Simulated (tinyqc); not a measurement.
# Tail temperature from the power law

Question. When tail states hold most of the charge, the linear current goes as I = A (Vg - VT)^g with g = 2 Tt/T - 1. Find g, Tt and the tail width kB Tt.

Parameters, values chosen for the exercise: temperature T = 270 K.

Constants: q = 1.602176634e-19 C, kB = 1.380649e-23 J/K, Vt = kB T/q. Results are converted to the units shown.

I at Vg - VT = 22 and 33 V (nA): 86.551175  165.08766

Solution. g is the slope of ln I against ln(Vg - VT).

g = 1.593
Tt = 350.0 K
kB Tt = 30.16 meV

Computed by the program tinyqc: `OMP_NUM_THREADS=1 python tinyqc.py 2610123 2610124 out.jsonl`, one thread of a shared Intel Xeon 2.30GHz, about 0.02 s for the whole run.
